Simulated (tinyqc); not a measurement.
What moves the results: special k points of the fcc lattice. A value that a table varies takes the place of the one given here.

Lattice vectors in units of a: a1 = (0, 1/2, 1/2), a2 = (1/2, 0, 1/2), a3 = (1/2, 1/2, 0); reciprocal vectors b_i with a_i . b_j = 2 pi delta_ij. Mesh: k = sum_i f_i b_i with f_i = (2 j_i + shift)/(2 N), j_i = 0 .. N-1. The point group of the lattice has 48 operations; only those that map the mesh onto itself are used.

A_m(k) = sum over the m-th star of lattice vectors R of cos(k . R), stars in order of length: m = 1: |R|^2 = 0.5, 12 vectors, such as (1, 0, 0) in the basis a_i; m = 2: |R|^2 = 1, 6 vectors, such as (1, 1, -1) in the basis a_i; m = 3: |R|^2 = 1.5, 24 vectors, such as (2, 0, -1) in the basis a_i; m = 4: |R|^2 = 2, 12 vectors, such as (2, 0, 0) in the basis a_i; m = 5: |R|^2 = 2.5, 24 vectors, such as (2, 1, -1) in the basis a_i; m = 6: |R|^2 = 3, 8 vectors, such as (3, -1, -1) in the basis a_i. The zone mean of every A_m is zero.

Test function, the lower band of a two-band insulator: E(k) = -sqrt(D^2 + (e0 - t A_1(k))^2).

Parameters, chosen for this exercise (the lattice of Si, GaAs, Cu and Al; shifted at random, so the results belong to these values and not to a real crystal):
```
symbol  value  unit  meaning
D       2.96   eV    half gap term
t       0.27   eV    coupling
e0      1.2    eV    offset
N       3            points along each reciprocal vector
shift   1            half steps
```

## Mesh size and shift

Errors of the mean of E against the unshifted mesh with N = 24. The fifth column is |R|^2 of the shortest star with a non-zero mean.

Meshes:
```
mesh,points,irreducible,operations,|R|^2 missed,error (meV)
1 Gamma,1,1,48,0.50,-275.594
1 shifted,1,1,12,1.00,125.297
2 Gamma,8,3,48,2.00,-128.183
2 shifted,8,2,12,4.00,-3.277
3 Gamma,27,4,48,4.50,1.555
3 shifted,27,6,12,9.00,0.121
4 Gamma,64,8,48,8.00,0.192
4 shifted,64,10,12,16.00,-0.006
5 Gamma,125,10,48,12.50,-0.034
5 shifted,125,19,12,>16,0.000
6 Gamma,216,16,48,>16,0.003
6 shifted,216,28,12,>16,0.000
```

reference mean = -3.31929 eV

The shifted mesh has the smaller error for 6 of 6 values of N and the larger for 0. The cheapest mesh within 1 meV is 3 shifted, with 6 irreducible points. A mesh misses the lattice vectors N (n1 a1 + n2 a2 + ...); the half shift gives each the sign (-1)^(n1 + n2 + ...), so the 12 shortest ones add up to 0 in place of 12: they cancel. The shift lowers the symmetry; it leaves more irreducible points for N = 3, 4, 5 and 6; it leaves fewer irreducible points for N = 2.

## Gap and mesh density

D takes the values listed; errors against the unshifted mesh with N = 30, for unshifted meshes.

Errors (meV):
```
D (eV),reference (eV),N = 2,N = 4,N = 6,N = 8
0.2,-1.4068,-315.997,11.952,3.879,-2.961
0.4,-1.4634,-297.004,7.963,2.767,-1.116
0.8,-1.6448,-256.307,3.287,0.889,-0.153
1.5,-2.1018,-198.645,0.915,0.103,-0.007
2.5,-2.9135,-145.183,0.285,0.007,0.000
4.0,-4.2754,-100.462,0.092,0.000,0.000
```

The first listed N from which the error stays below 0.5 meV is none for D = 0.2, none for D = 0.4, 8 for D = 0.8, 6 for D = 1.5, 4 for D = 2.5, 4 for D = 4 eV. A larger D makes the function smoother, so its Fourier coefficients fall faster with |R|.

## One point for the whole zone

The mean-value (Baldereschi) point is taken at k = (2 pi/a) (0.6223, 0.2953, 0), that is f = (0.1477, 0.3111, 0.4588); the reference is the mesh with N = 24.

Single points:
```
point,A_1,A_2,A_3,A_4,E (eV)
Gamma,12.000,6.000,24.000,12.000,-3.5949
mean-value point,0.000,0.000,-4.405,-3.192,-3.1940
zone-face centre b1/2,0.000,-6.000,0.000,12.000,-3.1940
```

reference mean = -3.3193 eV

The mean-value point makes A_1 and A_2 vanish. Its error is +125 meV, against -276 meV at Gamma and +125 meV at b1/2. E is not linear in A_1; its powers hold sums of nearest vectors and a non-zero mean, so this point is not exact. A_1 has the same value at b1/2, and E depends on A_1 alone, so this test cannot tell the two points apart.

## What moves the zone average

Mean of E over the mesh, and its error against the unshifted mesh with N = 24. Each row changes one parameter from the base and keeps the others.

Results:
```
case,mean (eV),error (meV),irreducible points
base,-3.3192,0.12,6
N = 4,-3.3193,-0.01,10
shift = 0,-3.3177,1.56,4
D = 2.072 eV,-2.5508,0.41,6
t = 0.351 eV,-3.4029,0.55,6
```

The largest shifts from the base row, up to three for each result and ties (the steps differ in size, so this ranks the rows, not the parameters). mean (eV): D +0.7684, t -0.0837, shift +0.0014. error (meV): shift +1.43, t +0.43, D +0.29. irreducible points: N +4, shift -2; unchanged at the printed digits by D and t.

(tinyqc, `OMP_NUM_THREADS=1 python tinyqc.py 1680248 1680249 out.jsonl`, Intel(R) Xeon(R) Processor @ 2.30GHz, 1 thread, shared host, about 0.1 s.)
